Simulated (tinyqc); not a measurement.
Level and coupling from the resonance.

Inverse problem. One site of energy u is joined by hoppings -tc to two semi-infinite chains with hopping -t, t = 1 eV, and site energy 0. Each gives Sigma = tc^2 (E - i sqrt(4 t^2 - E^2))/(2 t^2) and Gamma = -2 Im Sigma; T(E) = 1 where E - u - 2 Re Sigma = 0. Find tc and u.

energy of full transmission = 0.21875000 eV
Gamma of one lead at that energy = 0.079520045 eV

Solution. Gamma = tc^2 sqrt(4 t^2 - E^2)/t^2 gives tc, and u = E (1 - tc^2/t^2).

tc = 0.200 eV
u = 0.210 eV

Numbers from tinyqc (`OMP_NUM_THREADS=1 python tinyqc.py 2660020 2660021 out.jsonl`; about 0.01 s on one thread of a shared Intel Xeon 2.30GHz).
